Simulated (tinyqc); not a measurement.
Frequency dispersion of an accumulation capacitance by border traps, distributed model: one step of the calculation.

Traps spread evenly through the insulator exchange electrons with the semiconductor by tunnelling, with tau(x) = t0 exp(2 ka x) at depth x from the interface. The admittance per area Y seen at depth x obeys dY/dx = -Y^2/(i w eps0 eox) + q Nb ln(1 + i w tau)/tau, with Y(0) = i w Cs and w = 2 pi f; the gate sees Y(tox) = G + i w C. Working variable y = Y/(i w), in uF/cm^2. Cox = eps0 eox/tox.

Task. Capacitance and conductance at the gate. Beyond xe the traps are ignored, so 1/y(tox) = 1/y(xe) + (tox - xe)/(eps0 eox); C = Re y, G/w = -Im y, loss tangent G/(w C).

Values chosen for this exercise; permittivity close to that of aluminium oxide: relative permittivity of the insulator eox = 8.66; insulator thickness tox = 7.1 nm; depth down to which the steps are taken xe = 1.9 nm.

Constants: eps0 = 8.8541878128e-14 F/cm where lengths are in cm. Results are converted to the units shown.

y at xe = 1.7263868-0.1005653i uF/cm^2

Find: y at the gate; C; G/w; loss tangent.

Result.

y at the gate = 0.7960-0.0213i uF/cm^2
C = 0.7960 uF/cm^2
G/w = 0.02132 uF/cm^2
loss tangent = 0.02679

Program tinyqc, `OMP_NUM_THREADS=1 python tinyqc.py 2202066 2202067 out.jsonl`; Intel Xeon 2.30GHz, shared host, one thread, about 0.5 s.
